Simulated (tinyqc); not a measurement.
Ellipsometry and reflectance of a transparent film on an absorbing substrate: one step of the calculation.

Air (index 1), film, substrate with N2 = n2 - i k2; time factor exp(+i w t). q_j = sqrt(N_j^2 - sin^2 th), root with positive real part. Fresnel coefficients r_s = (q_a - q_b)/(q_a + q_b), r_p = (N_b^2 q_a - N_a^2 q_b)/(N_b^2 q_a + N_a^2 q_b). tan(Psi) exp(i Delta) = R_p/R_s, Delta taken from 0 to 360 degrees.

Problem. Interface coefficients and thickness period. q0, q1, q2 and the coefficients r01 and r12 for p and s; the results repeat in d with the period lam/(2 q1).

Values chosen for this exercise; indices close to those of aluminium oxide on silicon:
- lam = 546.1 nm (wavelength)
- th = 60 degrees (angle of incidence)
- n1 = 1.656 (index of the transparent film)
- n2 = 4.086 (index of the substrate)
- k2 = 0.031 (extinction coefficient of the substrate)

Find: q0; q1; q2; r01,p; r01,s; r12,p; r12,s; period.

Solution.

q0 = 0.50000
q1 = 1.4115
q2 = 3.9932-0.0317i
r01,p = -0.014494
r01,s = -0.47685
r12,p = 0.36549-0.00313i
r12,s = -0.47769+0.00307i
period = 193.45 nm

Computed by the program tinyqc: `OMP_NUM_THREADS=1 python tinyqc.py 2870102 2870103 out.jsonl`, one thread of a shared Intel Xeon 2.30GHz, about 0.01 s for the whole run.
